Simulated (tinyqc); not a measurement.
Lossy package transmission line with skin effect: two steps of the calculation.

A uniform line in a homogeneous dielectric: c = sqrt(er)/(c0 Z0), l = Z0 sqrt(er)/c0 (c0 = 299792458 m/s), g = w c td, w = 2 pi f. The resistance joins its limits as r = sqrt(r_dc^2 + r_hf^2), with r_dc = rho/(wd th), r_hf = kr rho/(2 delta (wd + th)), delta = sqrt(rho/(pi f mu0)), mu0 = 4 pi 1e-7 H/m; this is an interpolation, and internal inductance, up to 0.05 nH/mm at low frequency, is neglected.

Parameters, values chosen for the exercise: width of the strip wd = 37 um; thickness of the strip th = 13 um; resistivity rho = 2 uohm cm; relative permittivity er = 2.7; loss tangent td = 0.01; lossless impedance sqrt(l/c) Z0 = 40 ohm; factor for crowding and the return path kr = 2; length len = 2 mm; frequency f = 1.5 GHz.

Question 1. Line constants. delta, r_dc, r_hf, r, l, c and g as defined.

Find: delta; r_dc; r_hf; r; l; c; g.

Answer 1.

delta = 1.8378 um
r_dc = 0.041580 ohm/mm
r_hf = 0.21766 ohm/mm
r = 0.22159 ohm/mm
l = 0.21924 nH/mm
c = 137.03 pF/m
g = 0.012914 S/m

r is 5.33 times r_dc; the skin depth is 0.141 of the thickness.

Question 2. Propagation constant and impedance. gamma = sqrt((r + i w l)(g + i w c)) = alpha + i beta, Zc = sqrt((r + i w l)/(g + i w c)), roots with positive real part; loss 8.685889638 alpha in dB; phase velocity w/beta.

r = 0.22159197 ohm/mm
l = 0.21924070 nH/mm
c = 137.02543 pF/m
g = 0.012914343 S/m

Wanted: gamma len; Zc; loss; phase velocity over c0; r/(w l).

Answer 2.

gamma len = 0.00605+0.10344i
Zc = 40.067-1.941i ohm
loss = 0.026272 dB/mm
phase velocity over c0 = 0.60787
r/(w l) = 0.10724

Numbers from tinyqc (`OMP_NUM_THREADS=1 python tinyqc.py 2810106 2810107 out.jsonl`; about 0.01 s on one thread of a shared Intel Xeon 2.30GHz).
